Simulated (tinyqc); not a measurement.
Threshold-voltage variability of a planar MOSFET, analytic estimates: two steps of the calculation.

Three independent sources add in quadrature: random dopants in the depleted layer, metal-gate grains of two orientations, and roughness of the two gate edges acting through the roll-off VT = VT(long) - Vr exp(-L/l). These are first-order estimates: no three-dimensional electrostatics, no percolation.

Values chosen for this exercise; material values close to those of silicon: temperature T = 325 K; subthreshold factor n = 1.11; gm/I of a matched pair gI = 5 1/V; spread of the gain factor of one device sb = 3 %; number of cells Nb = 268435456; wanted yield Y = 0.999.

Constants: q = 1.602176634e-19 C, kB = 1.380649e-23 J/K, Vt = kB T/q. Results are converted to the units shown.

Problem 1. Total spread, mismatch and leakage. s = sqrt(s1^2 + s2^2 + s3^2). For a pair: s(dVT) = sqrt(2) s; current mismatch sqrt(2) sqrt((gI s)^2 + sb^2); input offset = current mismatch/gI. For a Gaussian VT the off current is log-normal with mean/median = exp(s^2/(2 (n Vt)^2)).

s1 = 7.6738608 mV
s2 = 5.3886025 mV
s3 = 0.95539350 mV

Find: s; s(dVT); current mismatch; input offset; mean/median of Ioff.

Solution 1.

s = 9.4254 mV
s(dVT) = 13.330 mV
current mismatch = 7.9006 %
input offset = 15.801 mV
mean/median of Ioff = 1.0470

Problem 2. Margin in standard deviations for the wanted yield. Cells fail independently with probability Q(k) = erfc(k/sqrt(2))/2 when the margin is k standard deviations, and Y = exp(-Nb Q(k)). phi = exp(-k^2/2)/sqrt(2 pi). Newton steps on ln Q(k) = ln(-ln(Y)/Nb): k(new) = k + [ln Q - ln(-ln(Y)/Nb)] Q/phi.

k at the start = 2

Give: Q(k); phi; k after iteration 1.

Solution 2.

Q(k) = 0.022750
phi = 0.053991
k after iteration 1 = 11.494

Computed by the program tinyqc: `OMP_NUM_THREADS=1 python tinyqc.py 2090015 2090016 out.jsonl`, one thread of a shared Intel Xeon 2.30GHz, about 0.01 s for the whole run.
